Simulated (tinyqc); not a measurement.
Towards Landau levels: square lattice in a magnetic field (Harper-Hofstadter model).

Landau gauge, lattice period 1: the magnetic cell has q sites j = 0 to q - 1 along x. H_jj = -2 ty cos(ky + 2 pi p j/q), H_(j,j+1) = -tx, and the bond from q - 1 back to 0 is H_(q-1,0) = -tx exp(i q kx). The levels depend on k only through cos(q kx) and cos(q ky), so the band edges lie at (0, 0) and (pi/q, pi/q).

Values chosen for the exercise: tx = 1.9 meV (hopping along x); ty = 1.9 meV (hopping along y).

Flux 1/Q. Near the bottom of the band the mass gives hbar wc = 4 pi sqrt(tx ty)/Q and E_0 = -2 (tx + ty) + hbar wc/2. For each Q, p = 1 and q = Q.

Lowest band (meV):
```
Q,centre,width,E_0,spacing to band 2,hbar wc
3,-4.4954,1.39,-3.6206,4.4954,7.9587
4,-5.1695,0.409,-4.6155,4.1412,5.9690
5,-5.5751,0.122,-5.2124,3.4371,4.7752
8,-6.2506,0.00325,-6.1077,2.4272,2.9845
12,-6.6691,2.64e-05,-6.6052,1.7390,1.9897
20,-7.0263,1.89e-09,-7.0031,1.1023,1.1938
```

Give the missing row, Q = 6.

Computed row:
```
Q   centre   width      E_0  spacing to band 2  hbar wc
6  -5.8634  0.0365  -5.6103             3.0070   3.9794
```

The width falls from 1.39 to 1.9e-09 meV, by a factor 3.30 for each unit of Q at the end, so the band turns into a flat level. Its centre lies -0.875 meV from E_0 at Q = 3 and -0.023 meV at Q = 20; the spacing reaches 92 % of hbar wc, the shortfall coming from the non-parabolic band.

Program tinyqc; command `OMP_NUM_THREADS=1 python tinyqc.py 1251714 1251715 out.jsonl`; about 0.01 s on one thread of a shared Intel(R) Xeon(R) Processor @ 2.30GHz.
